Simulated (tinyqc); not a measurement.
Coupled-perturbed Hartree-Fock on RHF in the sto-6g basis, for H6, spin multiplicity 1, step by step. One step of it, computed by the program tinyqc.

Task: Coupled step 2. U_ai = -(mu_ai + sum_bj [4 (ai|bj) - (ab|ij) - (aj|bi)] U_bj) / (e_a - e_i); alpha = -4 sum U_ai mu_ai.

U after step 1, order a4, a5, a6:
```
[[0.098906, 0.002396, 3.956530],
 [0.000316, 0.647057, 0.001311],
 [0.133081, 0.000221, 0.079312]]
```

dipole integrals <a|z|i> (bohr), order a4, a5, a6:
```
[[-0.095814, -0.001279, -2.186270],
 [-0.000522, -0.510383, -0.000765],
 [-0.155988, -0.000453, -0.111764]]
```

orbital energies (hartree): [-0.682009, -0.554415, -0.360514, 0.270569, 0.650244, 1.089222]

Two-electron integrals over orbitals (pq|rs), unique and non-zero (hartree):
```
(11|11) 0.431543    (21|11) -0.000148   (21|21) 0.131066    (22|11) 0.346002
(22|21) 0.000303    (22|22) 0.385372    (31|11) -0.081550   (31|21) 0.000023
(31|22) 0.035347    (31|31) 0.110087    (32|11) 0.000040    (32|21) 0.109072
(32|22) 0.000305    (32|31) -0.000145   (32|32) 0.132980    (33|11) 0.377710
(33|21) -0.000253   (33|22) 0.353075    (33|31) -0.028323   (33|32) -0.000259
(33|33) 0.381018    (41|11) -0.000060   (41|21) 0.047885    (41|22) -0.000071
(41|31) -0.000089   (41|32) -0.011414   (41|33) 0.000061    (41|41) 0.080636
(42|11) 0.074962    (42|21) -0.000188   (42|22) 0.008027    (42|31) -0.058669
(42|32) -0.000062   (42|33) 0.007823    (42|41) -0.000082   (42|42) 0.083162
(43|11) -0.000187   (43|21) -0.078391   (43|22) -0.000194   (43|31) 0.000243
(43|32) -0.079172   (43|33) 0.000128    (43|41) -0.011811   (43|42) -0.000132
(43|43) 0.097443    (44|11) 0.382325    (44|21) -0.000217   (44|22) 0.356331
(44|31) -0.027802   (44|32) -0.000205   (44|33) 0.373508    (44|41) 0.000023
(44|42) 0.019866    (44|43) 0.000082    (44|44) 0.388519    (51|11) 0.006042
(51|21) 0.000043    (51|22) 0.034622    (51|31) 0.030984    (51|32) -0.000071
(51|33) -0.014578   (51|41) 0.000013    (51|42) 0.031134    (51|43) -0.000037
(51|44) -0.003880   (51|51) 0.052913    (52|11) 0.000107    (52|21) 0.038143
(52|22) 0.000022    (52|31) -0.000147   (52|32) -0.000177   (52|33) 0.000047
(52|41) 0.054019    (52|42) 0.000117    (52|43) 0.034974    (52|44) 0.000041
(52|51) 0.000099    (52|52) 0.086146    (53|11) 0.079891    (53|21) -0.000178
(53|22) 0.011087    (53|31) -0.062177   (53|32) -0.000033   (53|33) 0.020547
(53|41) -0.000079   (53|42) 0.077284    (53|43) -0.000161   (53|44) 0.017055
(53|51) 0.023500    (53|52) 0.000095    (53|53) 0.083449    (54|11) 2.06e-06
(54|21) 0.112040    (54|22) 0.000286    (54|31) -0.000120   (54|32) 0.126276
(54|33) -0.000278   (54|41) -0.000292   (54|42) -0.000068   (54|43) -0.080349
(54|44) -0.000229   (54|51) -0.000046   (54|52) 0.004076    (54|53) -0.000057
(54|54) 0.135833    (55|11) 0.364961    (55|21) 0.000244    (55|22) 0.392182
(55|31) 0.023206    (55|32) 0.000245    (55|33) 0.368046    (55|41) -0.000051
(55|42) 0.014861    (55|43) -0.000184   (55|44) 0.376784    (55|51) 0.033245
(55|52) 0.000034    (55|53) 0.017149    (55|54) 0.000249    (55|55) 0.418959
(61|11) 0.000054    (61|21) -0.001732   (61|22) 0.000046    (61|31) -0.000037
(61|32) 0.021975    (61|33) -0.000039   (61|41) -0.029758   (61|42) 0.000040
(61|43) 0.042750    (61|44) -0.000029   (61|51) -0.000043   (61|52) 0.031928
(61|53) 0.000026    (61|54) 0.018992    (61|55) 0.000032    (61|61) 0.067922
(62|11) 0.008943    (62|21) 0.000064    (62|22) 0.036701    (62|31) 0.028955
(62|32) -0.000052   (62|33) -0.005535   (62|41) 0.000036    (62|42) 0.026373
(62|43) -0.000046   (62|44) -0.007237   (62|51) 0.047709    (62|52) 0.000114
(62|53) 0.028193    (62|54) -0.000047   (62|55) 0.036133    (62|61) -0.000048
(62|62) 0.050257    (63|11) -0.000055   (63|21) 0.049029    (63|22) -0.000051
(63|31) -0.000088   (63|32) -0.003627   (63|33) 0.000042    (63|41) 0.075080
(63|42) -0.000082   (63|43) -0.013780   (63|44) 0.000043    (63|51) 0.000010
(63|52) 0.053591    (63|53) -0.000092   (63|54) -0.003431   (63|55) -0.000054
(63|61) -0.028570   (63|62) 0.000029    (63|63) 0.080344    (64|11) -0.084288
(64|21) 0.000039    (64|22) 0.027689    (64|31) 0.105666    (64|32) -0.000125
(64|33) -0.030868   (64|41) -0.000079   (64|42) -0.060642   (64|43) 0.000238
(64|44) -0.032166   (64|51) 0.028061    (64|52) -0.000145   (64|53) -0.063482
(64|54) -0.000112   (64|55) 0.026379    (64|61) -0.000036   (64|62) 0.028577
(64|63) -0.000087   (64|64) 0.115179    (65|11) -0.000136   (65|21) 0.134105
(65|22) 0.000299    (65|31) -4.79e-06   (65|32) 0.114291    (65|33) -0.000265
(65|41) 0.048534    (65|42) -0.000182   (65|43) -0.083395   (65|44) -0.000227
(65|51) 0.000035    (65|52) 0.039679    (65|53) -0.000174   (65|54) 0.120918
(65|55) 0.000259    (65|61) -0.002270   (65|62) 0.000059    (65|63) 0.054141
(65|64) 0.000013    (65|65) 0.152229    (66|11) 0.461870    (66|21) -0.000158
(66|22) 0.371680    (66|31) -0.088162   (66|32) 0.000041    (66|33) 0.408223
(66|41) -0.000061   (66|42) 0.082670    (66|43) -0.000209   (66|44) 0.417733
(66|51) 0.006976    (66|52) 0.000123    (66|53) 0.090394    (66|54) 3.59e-06
(66|55) 0.402471    (66|61) 0.000058    (66|62) 0.010860    (66|63) -0.000060
(66|64) -0.097810   (66|65) -0.000158   (66|66) 0.523871
```

Give: U after step 2; polarisability.

Result:

U after step 2, order a4, a5, a6:
```
[[0.0854, 0.0025, 4.0431],
 [0.0003, 0.6999, 0.0013],
 [0.1492, 0.0002, 0.0721]]
```

polarisability = 36.9440 bohr^3
